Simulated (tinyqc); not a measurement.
# Band bending at a free surface with a continuum of surface states, surface photovoltage and Kelvin probe: effects of single changes

n-type bulk, xi = Ec - EF = Vt ln(Nc/Nd), p0 = ni^2/Nd, ni = sqrt(Nc Nv) exp(-Eg/(2 Vt)), Eg in volts. b is the upward band bending, u = b/Vt. Space charge per area, in units of q: Qc = sign(b) sqrt((2 eps0 eps_r Vt/q) [(Nd + dn)(exp(-u) - 1) + Nd u + (p0 + dn)(exp(u) - 1)]), with dn the excess density under light (flat quasi-Fermi levels; 0 in the dark). The states hold -Ds (E0 - xi - b): negative while the Fermi level lies above the neutrality level. Neutrality: Qc + Qf + (charge of the states) = 0.

Values chosen for this exercise; band and dielectric values close to those of gallium arsenide: temperature T = 300 K; band gap Eg = 1.43 eV; relative permittivity eps_r = 12.7; conduction-band density of states at T Nc = 4.45e17 cm^-3; valence-band density of states at T Nv = 8.86e18 cm^-3; electron affinity chi = 4.06 eV; donor density Nd = 4.4e16 cm^-3; fixed positive charge at the surface Qf = 0 cm^-2; work function of the probe tip pt = 4.94 eV; density of surface states Ds = 3e12 cm^-2 eV^-1; depth of their neutrality level below the conduction edge E0 = 0.79 eV.

Constants: q = 1.602176634e-19 C, kB = 1.380649e-23 J/K, Vt = kB T/q, eps0 = 8.8541878128e-14 F/cm where lengths are in cm. Results are converted to the units shown.

Each table varies one quantity; the others keep the values above.

## Photovoltage against injection

Under chopped light the surface charge keeps its dark value, so b falls to bL with Qc(bL, dn) = Qc(b, 0); the photovoltage is b - bL.

Result of one run:

| dn (cm^-3) | bL (V) | photovoltage (mV) | share of b removed (%) |
|---|---|---|---|
| 9.2e10 | 0.3848 | 157.2 | 29.01 |

What becomes of these results when the excess carrier density under light dn is changed from 9.2e10 to 2.6e16 cm^-3, all else the same?

Result of the changed run:

| dn (cm^-3) | bL (V) | photovoltage (mV) | share of b removed (%) |
|---|---|---|---|
| 2.6e16 | 0.08923 | 452.7 | 83.54 |

The whole series:

| dn (cm^-3) | bL (V) | photovoltage (mV) | share of b removed (%) |
|---|---|---|---|
| 4.9e7 | 0.5238 | 18.16 | 3.350 |
| 6.1e8 | 0.4872 | 54.79 | 10.11 |
| 7.5e9 | 0.4387 | 103.3 | 19.06 |
| 9.2e10 | 0.3848 | 157.2 | 29.01 |
| 1.1e12 | 0.3285 | 213.5 | 39.39 |
| 1.4e13 | 0.2691 | 272.9 | 50.35 |
| 1.7e14 | 0.2097 | 332.3 | 61.31 |
| 2.1e15 | 0.1491 | 392.8 | 72.48 |
| 2.6e16 | 0.08923 | 452.7 | 83.54 |
| 3.2e17 | 0.03843 | 503.6 | 92.91 |

The photovoltage rises from 18.2 to 504 mV, towards the full b = 542 mV. Its steepest rise is 55.4 mV a decade (Vt ln 10 = 59.5 mV), and it reaches 92.9 % of b in the last row: even strong light does not flatten the bands fully, so a saturation reading understates b. For dn = 3.2e17 the injection is high, and a Dember voltage, left out here, adds to the signal.

## Pinning by the surface states

Same model as above.

b solves the neutrality condition in the dark.

Results:

| Ds (cm^-2 eV^-1) | b (V) | xi + b (eV) | Qc (cm^-2) |
|---|---|---|---|
| 2.4e10 | 0.005203 | 0.06502 | 1.740e10 |
| 1.8e11 | 0.04605 | 0.1059 | 1.231e11 |
| 5.1e11 | 0.1618 | 0.2217 | 2.899e11 |
| 1.4e12 | 0.3910 | 0.4508 | 4.749e11 |
| 3.9e12 | 0.5802 | 0.6400 | 5.851e11 |
| 1.1e13 | 0.6727 | 0.7325 | 6.321e11 |
| 2.9e13 | 0.7078 | 0.7676 | 6.490e11 |
| 8.1e13 | 0.7221 | 0.7819 | 6.558e11 |

Estimate the missing row, Ds = 6.7e10 cm^-2 eV^-1.

Computed row:

| Ds (cm^-2 eV^-1) | b (V) | xi + b (eV) | Qc (cm^-2) |
|---|---|---|---|
| 6.7e10 | 0.01522 | 0.07504 | 4.790e10 |

With this row back in the table: b rises from 0.00520 to 0.722 V. The Fermi level moves towards E0 = 0.79 eV and is within 8.10 meV of it in the last row; it is half-way there at the Ds that solves Ds b = Qc(b) + Qf with b = (E0 - xi)/2, 1.25e12 cm^-2 eV^-1.

## Kelvin-probe contrast of the doping

Same model as above.

Work function chi + xi + b; contact potential difference CPD = (work function of the sample) - pt.

Results:

| Nd (cm^-3) | xi (eV) | b (V) | CPD (mV) |
|---|---|---|---|
| 8.3e13 | 0.2220 | 0.5597 | -98.31 |
| 2e14 | 0.1993 | 0.5776 | -103.1 |
| 1.1e15 | 0.1552 | 0.6033 | -121.5 |
| 2.7e15 | 0.1320 | 0.6085 | -139.5 |
| 6.4e15 | 0.1097 | 0.6044 | -166.0 |
| 1.5e16 | 0.08764 | 0.5877 | -204.7 |
| 3.7e16 | 0.06430 | 0.5515 | -264.2 |

Estimate the missing row, Nd = 4.7e14 cm^-3.

Computed row:

| Nd (cm^-3) | xi (eV) | b (V) | CPD (mV) |
|---|---|---|---|
| 4.7e14 | 0.1772 | 0.5925 | -110.4 |

With this row back in the table: xi falls by 158 mV over the table and the CPD by 166 mV; b goes from 0.560 through a maximum of 0.608 (at Nd = 2.7e15 cm^-3 among the rows listed) to 0.552 V. Between the first two rows the CPD follows 21.1 % of the change of xi, and between the last two 255 %. It is below 100 % where b rises with the doping (pinning hides it). It exceeds 100 % where b falls as the doping rises.

Computed by the program tinyqc: `OMP_NUM_THREADS=1 python tinyqc.py 2430119 2430120 out.jsonl`, one thread of a shared Intel Xeon 2.30GHz, about 0.01 s for the whole run.
